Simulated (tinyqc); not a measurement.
Binding against mu: shallow acceptor in the spherical model (Baldereschi-Lipari), strong spin-orbit limit. Computed by tinyqc, a small Python program. Command: `OMP_NUM_THREADS=1 python tinyqc.py 3022463 3022464 out.jsonl acceptor walk`. One thread of a shared host (Intel(R) Xeon(R) Processor @ 2.30GHz), about 0.01 s of CPU time with the checks.

The 1S(3/2) state has an s envelope f(r) and a d envelope g(r). In effective units they obey -(f'' + 2f'/r + 2f/r) + mu (g'' + 5g'/r + 3g/r^2) = E f and -(g'' + 2g'/r - 6g/r^2 + 2g/r) + mu (f'' - f'/r) = E g. The cubic term, the split-off band and the central cell are left out.

Inputs (values chosen for the exercise, for a model semiconductor): Luttinger gamma_1 = 11.4; Luttinger gamma_2 = 0.852; Luttinger gamma_3 = 2.41; dielectric constant eps = 11.4.

Constants: Ry = 13.605693123 eV; a_0 = 0.529177210903 angstrom.

Method:
- Ry* = Ry/(gamma_1 eps^2), a* = a_0 eps gamma_1, mu = (6 gamma_3 + 4 gamma_2)/(5 gamma_1), delta = (gamma_3 - gamma_2)/gamma_1; spherical masses 1/(gamma_1 (1 - mu)) (heavy) and 1/(gamma_1 (1 + mu)) (light).
- Basis: f_i = exp(-zeta_i r), g_i = r exp(-zeta_i r), weight r^2 dr, s = zeta_i + zeta_j. S_ff = 2/s^3, H_ff = zeta_i zeta_j S_ff - 2/s^2; S_gg = 24/s^5, H_gg = 8/s^3 + 24 zeta_i zeta_j/s^5 - 12/s^4; H(f_i, g_j) = mu (6 zeta_i^2/s^4 + 2 zeta_i/s^3); S_fg = 0. Each function is normalised by sqrt(S_ii).
- Large basis: zeta_i = 0.08 x 1.55^(i-1), i = 1..20 in each channel; overlap eigenvalues below 1e-11 are dropped.

mu = 0.313474

1S(3/2):
```
mu     binding (Ry*)  d weight  binding x (1 - mu)
0.094         1.0080   0.00374             0.91326
0.100         1.0091   0.00424             0.90817
0.190         1.0336   0.01535             0.83725
0.310         1.0954   0.04124             0.75584
0.500         1.2985   0.10979             0.64927
0.800         2.5802   0.29828             0.51604
0.900         4.7683   0.38818             0.47683
0.950         9.1447   0.44002             0.45723
```

What does the comparison show, and why?

The binding grows from 1.008 to 9.14 Ry*, slowly at first (second order in mu), while the d weight rises to 0.44. The last column, the binding in units of the heavy-hole Rydberg, falls to 0.457, towards about 0.44 as mu tends to 1.
